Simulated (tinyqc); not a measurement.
Ballistic conductance of a hard-wall strip of a two-dimensional electron gas by counting modes: thermal smearing.

Subband edges E_n = C (n pi/W)^2/m, n = 1, 2, ...; C = hbar^2/(2 m0). Every mode transmits fully; spin gives the factor 2 in 2 q^2/h, valleys the factor gv.

G = (2 q^2/h) gv M; at zero temperature M counts the edges below Ef, at T it is the sum of degeneracy times f. The smooth (Sharvin) count is kF W/pi, kF = sqrt(m Ef/C), and with the boundary term kF W/pi - 1/2. f = 1/(1 + exp((E_n - Ef)/Vt)).

Inputs (values chosen for the exercise):
- m = 0.19 m0 (mass)
- gv = 1 (valleys)
- Ef = 0.218 eV (Fermi energy above the 2D band edge)
- W = 22 nm (width)

Constants: q = 1.602176634e-19 C, kB = 1.380649e-23 J/K, hbar = 1.054571817e-34 J s, h = 6.62607015e-34 J s, m0 = 9.1093837015e-31 kg, Vt = kB T/q, hbar^2/(2 m0) = 0.0380998212 eV nm^2. Results are converted to the units shown.

Thermal smearing:

| T (K) | kB T (meV) | M at T | G (uS) |
|---|---|---|---|
| 2 | 0.1723 | 7.000 | 542.4 |
| 10 | 0.8617 | 7.000 | 542.4 |
| 30 | 2.585 | 6.999 | 542.3 |
| 77 | 6.635 | 6.936 | 537.4 |
| 150 | 12.93 | 6.825 | 528.8 |
| 220 | 18.96 | 6.784 | 525.7 |
| 300 | 25.85 | 6.757 | 523.5 |
| 400 | 34.47 | 6.716 | 520.4 |

What does the table show?

M at T falls from 7.00 to 6.72; the integer count is 7. The edge nearest to Ef lies 17.6 meV from it, and M stays within 0.01 of the integer up to 30 K among the rows.

Computed by the program tinyqc: `OMP_NUM_THREADS=1 python tinyqc.py 2740007 2740008 out.jsonl`, one thread of a shared Intel Xeon 2.30GHz, about 0.04 s for the whole run.
